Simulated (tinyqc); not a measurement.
What moves the results: Slater-Koster d bands of a bcc metal. A value that a table varies takes the place of the one given here.

Slater-Koster d bands. For a bond with direction cosines (l, m, n) the 5 x 5 block is dds Ps + ddp Pp + ddd (1 - Ps - Pp), the projectors on sigma, pi and delta states about the bond; for instance <xy|xy> = 3 l^2 m^2 dds + (l^2 + m^2 - 4 l^2 m^2) ddp + (n^2 + l^2 m^2) ddd, <xy|yz> = 3 l m^2 n dds + l n (1 - 4 m^2) ddp + l n (m^2 - 1) ddd and <3z2-r2|3z2-r2> = (n^2 - (l^2 + m^2)/2)^2 dds + 3 n^2 (l^2 + m^2) ddp + (3/4)(l^2 + m^2)^2 ddd. H(k) sums the blocks times cos(k.R) over the neighbours; the d level is the zero of energy; k in 2 pi/a.

Neighbours: eight at (a/2)(1,1,1) and equivalents, and six at a(1,0,0) and equivalents with the integrals times f2.

Mesh: k = f1 b1 + f2 b2 + f3 b3 with fractions (j + 1/2)/N, j = 0 to N - 1, and b = (-1,1,1), (1,-1,1), (1,1,-1) for fcc, (0,1,1), (1,0,1), (1,1,0) for bcc, unit vectors for simple cubic. The lowest Nd/10 of all levels are filled with two electrons each; the bond energy is their sum per atom.

Values chosen for the exercise (of the size met in Nb; not measured data): dds = -1.199 eV (dd sigma); ddp = 0.623 eV (dd pi); ddd = -0.072 eV (dd delta); f2 = 0.487 (factor on all three integrals for second neighbours); N = 10 (mesh).

## Band filling: full bands against the rectangular model

W = sqrt(12 mu2) with mu2 the mean square level on the mesh; rectangular model: Fermi level W (Nd/10 - 1/2), bond energy -W Nd (10 - Nd)/20. The Fermi level of the mesh is the highest filled level.

Per atom (eV):
```
Nd  EF, bands  bond energy, bands  EF, rectangle  bond energy, rectangle
1      -2.829              -3.208         -2.837                  -3.192
2      -2.242              -5.710         -2.128                  -5.674
3      -1.704              -7.689         -1.418                  -7.447
4      -0.652              -9.047         -0.709                  -8.511
5       0.547              -8.933          0.000                  -8.865
6       1.115              -8.054          0.709                  -8.511
7       1.366              -6.798          1.418                  -7.447
8       1.731              -5.246          2.128                  -5.674
9       2.610              -3.109          2.837                  -3.192
```

W = 7.092 eV
full width on the mesh = 8.389 eV

The bond energy is deepest at Nd = 4 (-9.047 eV); the rectangle has its minimum at 5. The two differ most at Nd = 7, by 0.649 eV or 7 % of the deepest value: the second moment fixes the parabola, and higher moments the rest. At Nd = 3 and 7 the bands give -7.689 and -6.798 eV, a skew towards less than half filling.

## Which lattice a d-band metal prefers

fcc has twelve neighbours, bcc eight and six (the six times f2), simple cubic six. The integrals of bcc and sc are scaled so that all three have the second moment of fcc, which stands for equal repulsion (structural energy difference theorem). s and p electrons are left out.

Bond energy per atom:
```
Nd  fcc (eV)  bcc - fcc (meV)  sc - fcc (meV)
1     -3.831              212             -98
2     -6.455               12             -91
3     -8.431             -246             196
4     -9.752             -457             564
5    -10.157               76             757
6     -9.566              477             377
7     -8.119              448            -116
8     -6.036              116            -510
9     -3.283             -226            -647
```

scale factors: bcc 1.1285, sc 1.4142

mu3/mu2^1.5: fcc -0.170, bcc -0.158, sc 0.000

mu4/mu2^2: fcc 1.857, bcc 1.759, sc 2.372

largest change of a difference when N is raised to 14 = 25 meV

fcc is lowest for Nd = 5 and 6. bcc is lowest for Nd = 3 and 4. sc is lowest for Nd = 1, 2, 7, 8 and 9. bcc gains most on fcc at Nd = 4 (-457 meV). A small fourth moment marks a two-peaked band, which tends to favour fillings near one half; bcc has -5 % against fcc, and at Nd = 5 it lies +76 meV from fcc, which the fourth moment alone does not explain (differences of a few tens of meV are within the error of the mesh; hcp is left out, and this d-only model can miss the lattice of the real metal). The third moments, from three-membered rings, skew the bands. That simple cubic wins anywhere comes from keeping d bands and equal second moments alone; no transition metal takes it. Differences below about 25 meV are within the error of this mesh, and the s and p electrons left out weigh most where the d band is nearly empty or full.

## What each integral does

Levels at Gamma, E(t2g) = (8/3) dds + (16/9) ddp + (32/9) ddd + f2 (4 ddp + 2 ddd), E(eg) = (16/3) ddp + (8/3) ddd + f2 (3 dds + 3 ddd), and W = sqrt(12 mu2), the width of a rectangular band with the same second moment mu2 = z (dds^2 + 2 ddp^2 + 2 ddd^2)/5, z = 8 + 6 f2^2. Each row changes one parameter from the base and keeps the others.

Results:
```
case              t2g (eV)  eg (eV)  W (eV)
base               -1.2023   1.2737  7.0923
dds = -1.3788 eV   -1.6818   1.0110  7.7964
ddp = 0.7164 eV    -0.8543   1.7719  7.4806
ddd = -0.0612 eV   -1.1534   1.3183  7.0878
f2 = 0.56          -1.0309   0.9954  7.2629
```

The largest shifts from the base row, up to three for each result and ties (the steps differ in size, so this ranks the rows, not the parameters). t2g (eV): dds -0.4795, ddp +0.3480, f2 +0.1714. eg (eV): ddp +0.4981, f2 -0.2783, dds -0.2627. W (eV): dds +0.7040, ddp +0.3883, f2 +0.1705. The ratio of the shifts of t2g and eg names the integral: it is the ratio of the coefficients in the two formulas.

Computed by tinyqc, a small Python program: `OMP_NUM_THREADS=1 python tinyqc.py 1451520 1451521 out.jsonl` (the numbers bound the seed that draws the inputs); one thread of a shared host (Intel(R) Xeon(R) Processor @ 2.30GHz), about 0.06 s for the whole set of steps.
